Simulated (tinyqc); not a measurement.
Changing the cooling rate: thermal stress and diffusional relaxation in a metal film: Coble and Nabarro-Herring creep, cooling and holds. Computed by tinyqc, a small Python program. Command: `OMP_NUM_THREADS=1 python tinyqc.py 3026734 3026735 out.jsonl creep sweep`. One thread of a shared host (Intel(R) Xeon(R) Processor @ 2.30GHz), about 0.1 s of CPU time with the checks.

A thin film on a rigid substrate is stress-free at T0. Tension is positive and the film creeps linearly: d sigma/dt = -M (mismatch) dT/dt - sigma/tau.

Inputs (values chosen for the exercise, modelled on silver films on silicon):

| quantity | value | unit |
|---|---|---|
| biaxial modulus M | 130 | GPa |
| expansion mismatch | 16.1 | 1e-6/K |
| atomic volume Omega | 17 | angstrom^3 |
| lattice prefactor D0 | 4.6e-05 | m^2/s |
| lattice energy E | 1.91 | eV |
| boundary prefactor (delta D_b)0 | 3.1e-15 | m^3/s |
| boundary energy E_b | 0.896 | eV |
| grain size d | 2.9 | um |
| stress-free temperature T0 | 400 | C |
| hold temperature T | 230 | C |
| yield stress | 290 | MPa |

Constants: k_B = 1.380649e-23 J/K; k_B = 8.617333262e-05 eV/K.

Method:
- Thermoelastic slope = M x mismatch; sigma_0 = slope x (T0 - T).
- Creep rate per stress: Nabarro-Herring 14 D Omega/(k_B T d^2), Coble (14 pi) delta D_b Omega/(k_B T d^3), with D = D0 exp(-E/(k_B T)), delta D_b = (delta D_b)0 exp(-E_b/(k_B T)); 1/tau = M x (sum of both)/2 (biaxial strain rate is half the uniaxial one).
- Temperatures in kelvin are T(C) + 273.15.
- Cooling from T0 at the constant rate: d sigma/dT = -slope + sigma/(tau(T) x rate), integrated to 25 C (stiff solver, tolerance 1e-9).
- Effective stress-free temperature T_eff = 25 C + sigma/slope.

One run for each value:

| cooling rate (C/min) | stress at 25 C (MPa) | effective stress-free temperature (C) |
|---|---|---|
| 0.03 | 253.88 | 146.30 |
| 0.1 | 296.99 | 166.90 |
| 0.4 | 352.09 | 193.22 |
| 1 | 392.21 | 212.39 |
| 5 | 471.09 | 250.08 |
| 20 | 549.32 | 287.46 |
| 70 | 629.90 | 325.95 |
| 300 | 720.90 | 369.43 |
| 1000 | 762.06 | 389.10 |

Over the rows, stress at 25 C (MPa) rises from 254 to 762 (exponent d ln y / d ln x 0.13 between the first rows and 0.046 between the last). Slower cooling lets the film creep to a lower temperature before the stress freezes in.

Caution (all rows): the elastic stress exceeds the yield stress, so dislocation glide would cap it first. Caution (all rows): bulk creep laws overstate relaxation in a bonded film, and dislocation glide would cap stresses above the yield stress.
